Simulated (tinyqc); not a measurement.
Static screening by free carriers, step by step. Values are carried at full precision from step to step, so a last printed digit may differ when a step is redone from the rounded ones.

kF = (3 pi^2 n/Mv)^(1/3), EF = c kF^2/m with c = hbar^2/2m0, n in 1/angstrom^3 (1e-24 per 1/cm^3), e2 = e^2/(4 pi eps0). Thomas-Fermi: qTF^2 = 6 pi e2 n/(eps EF). Debye: qD^2 = 4 pi e2 n/(eps kB T).

Constants: hbar^2/2m0 = 3.80998211 eV angstrom^2; e^2/(4 pi eps0) = 14.39964547 eV angstrom; kB = 8.617333262e-05 eV/K; a0 (Bohr radius) = 0.5291772105 angstrom; hbar = 6.58211957e-16 eV s.

Values chosen for the exercise (near those of Si; shifted at random, so the results belong to these values and not to a real crystal):
- n = 8.5e+18 1/cm^3 (carrier density)
- m = 0.3196 m0 (mass of one isotropic valley)
- Mv = 6 (valleys)
- eps = 11.7 (background dielectric constant)
- T = 77 K
- q = 0.00805 1/angstrom (wave vector)
- aD = 16.3 angstrom (trial radius)
- NI = 1.3e+19 1/cm^3 (ionised impurities)

## Fermi and screening wave vectors

Also the effective Bohr radius aB = a0 eps/m and rs = (3/(4 pi n))^(1/3)/aB.

kF = 0.034745 1/angstrom
EF at 0 K = 14.39 meV
EF/kT = 2.17
qTF = 0.11705 1/angstrom
qD = 0.14076 1/angstrom
aB = 19.37 angstrom
rs = 1.57

The gas is partly degenerate; neither limit is exact, and the true screening wave vector lies below both. With rs above 1 exchange and correlation, left out here, are not small.

## Screening at finite temperature

F_j(eta) = (1/Gamma(j + 1)) integral_0^infinity x^j dx/(1 + exp(x - eta)), which tends to exp(eta) for eta << 0.

At finite T: qs^2 = qD^2 F_-1/2(eta)/F_1/2(eta), where n = Mv N F_1/2(eta) and N = 2 (m kB T/(4 pi c))^(3/2) with c = hbar^2/2m0, in 1/angstrom^3; times 1e24 for 1/cm^3.

Solve for eta and form qs.

n/(Mv N) = 2.403
eta = 1.700
qs = 0.1050 1/angstrom
screening length 1/qs = 9.526 angstrom

qs is 0.746 of the Debye value and 0.897 of the Thomas-Fermi value.

## Lindhard function at one q

Lindhard at zero temperature: eps(q)/eps = 1 + (qTF/q)^2 L(x), x = q/(2 kF), L(x) = 1/2 + ((1 - x^2)/(4x)) ln|(1 + x)/(1 - x)|.

Compare with Thomas-Fermi, 1 + (qTF/q)^2.

x = 0.1158
L(x) = 0.9955
eps(q)/eps, Lindhard = 211.5
eps(q)/eps, Thomas-Fermi = 212.4

The carriers respond with 100 % of their long-wave strength at this q. The zero-temperature form is an exercise here: at the temperature of this gas EF is only 2.2 kT.

## A donor in the screened potential

Donor in the screened potential -(e2/eps) exp(-qs r)/r with the trial function exp(-r/a): E(a) = c/(m a^2) - (e2/eps) 4/(a (2 + qs a)^2), e2 = e^2/(4 pi eps0), c = hbar^2/2m0; isotropic mass.

Evaluate both terms at a = aD.

kinetic term = 44.868 meV
potential term = -21.931 meV
E(aD) = 22.938 meV
unscreened level -m Ry/eps^2 (Ry = 13.60569312 eV) = -31.766 meV

This trial radius gives no binding, nor does any radius up to 3 aB.

## Ionised-impurity scattering at E = 3 kT

Brooks-Herring rate for an electron of energy E: 1/tau = NI (pi e2^2/(eps^2 hbar)) (sqrt(c/m)/E^(3/2)) Phi(b), with Phi = ln(1 + b) - b/(1 + b), b = (2k/qs)^2, k^2 = m E/c, NI in 1/angstrom^3.

e2 = e^2/(4 pi eps0), c = hbar^2/2m0; mobility estimate mu = tau/(m m0/e) with m0/e = 5.685630e-12 kg/C, times 1e4 for cm^2/(V s).

b = 0.6062
Phi = 0.0964
1/tau = 1.11e+13 1/s
mu at this energy = 494 cm^2/(V s)

b is not large: the electron wavelength is comparable with the screening length, outside the regime that the Brooks-Herring formula is meant for.

## Checks

- Scattering rate against the golden-rule integral over angles (1/s): both 1.114e+13.
- L(x) at x = 0.7 against the integral over the Fermi sphere: both 0.81595.

Computed by tinyqc, a small Python program: `OMP_NUM_THREADS=1 python tinyqc.py 1680887 1680888 out.jsonl` (the numbers bound the seed that draws the inputs); one thread of a shared host (Intel(R) Xeon(R) Processor @ 2.30GHz), about 0.01 s for the whole set of steps.
